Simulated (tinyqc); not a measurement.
# Changing the coupling N(0)V

Model: BCS gap equation with a constant attraction inside the Debye window. Computed by tinyqc, a small Python program. Command: `OMP_NUM_THREADS=1 python tinyqc.py 3013214 3013215 out.jsonl bcs sweep`. One thread of a shared host (Intel(R) Xeon(R) Processor @ 2.30GHz), about 0.01 s of CPU time with the checks.

Pairs attract with strength V for |xi| < k_B Theta; N(0) is the density of states for one spin. Energies are given as temperatures (E/k_B, in K) unless marked.

Inputs (values chosen for the exercise, modelled on aluminium):
```
quantity                   value      unit
Debye temperature Theta      420         K
Fermi velocity v_F       2.2e+06       m/s
electron density n          18.2  1e28/m^3
mean free path l              35        nm
```

Solver: secant.

Constants: k_B = 8.617333262e-05 eV/K; hbar = 1.054571817e-34 J s; k_B = 1.380649e-23 J/K; m_0 = 9.1093837015e-31 kg; eps_0 = 8.8541878128e-12 F/m; c = 299792458 m/s; e = 1.602176634e-19 C.

Method:
- At T = 0 the gap equation 1/(N(0)V) = int_0^Theta d xi/sqrt(xi^2 + Delta^2) has the integral arcsinh(Theta/Delta), so Delta_0 = Theta/sinh(1/(N(0)V)); weak coupling gives 2 Theta exp(-1/(N(0)V)).
- Gap equation: 1/(N(0)V) = I(Delta, T) = int_0^Theta tanh(E/2T)/E d xi, E = sqrt(xi^2 + Delta^2); 64 Gauss-Legendre points in y with xi = max(Delta, T) sinh(y).
- T_c solves I(0, T_c) = 1/(N(0)V); the weak-coupling form is T_c = (2 e^C/pi) Theta exp(-1/(N(0)V)) with Euler's C = 0.5772157, and 2 Delta_0/T_c then tends to 2 pi e^-C = 3.528.
- xi_0 = hbar v_F/(pi Delta_0); lambda_L = sqrt(m_0 eps_0 c^2/(n e^2)); N(0) = 3 n/(2 m_0 v_F^2) for one spin; condensation energy N(0) Delta_0^2/2 = B_c^2/(2 mu_0), mu_0 = 1/(eps_0 c^2); with scattering lambda = lambda_L sqrt(1 + xi_0/l) in the local limit (where xi_0 and l both exceed lambda, nonlocal response makes the true depth larger); Ginzburg-Landau kappa = 0.96 lambda_L/xi_0 + 0.72 lambda_L/l. Free-electron mass throughout; heavier carriers, as in niobium or vanadium, give a larger lambda_L and kappa and can make the metal type II.

One run for each value:
```
coupling N(0)V  T_c (K)  2 Delta_0/T_c  weak-coupling T_c (K)  Delta_0 (K)  coherence length xi_0 (nm)
0.24               7.38         3.5286                   7.38        13.03                      410.62
0.32              20.92         3.5346                  20.92        36.98                      144.65
0.40              39.09         3.5517                  39.09        69.42                       77.05
0.48              59.31         3.5826                  59.30       106.24                       50.35
0.56              79.99         3.6236                  79.85       144.92                       36.91
0.64             100.42         3.6677                  99.82       184.17                       29.04
0.72             120.41         3.7097                 118.75       223.34                       23.95
0.80             139.95         3.7470                 136.44       262.19                       20.40
```

Over the rows, T_c (K) rises from 7.38 to 140 (exponent d ln y / d ln x 3.6 between the first rows and 1.4 between the last); 2 Delta_0/T_c rises from 3.53 to 3.75 (exponent d ln y / d ln x 0.0059 between the first rows and 0.095 between the last); weak-coupling T_c (K) rises from 7.38 to 136 (exponent d ln y / d ln x 3.6 between the first rows and 1.3 between the last). The exponent of T_c is about 1/(N(0)V), large at weak coupling; the weak-coupling formula misses by 2.5 % in the last row. Left out: 0.160 (T is not below T_c).

Caution (rows 0.400, 0.480, 0.560, 0.640, 0.720, 0.800): at this coupling retardation and damping of the phonon exchange (Eliashberg theory) matter.
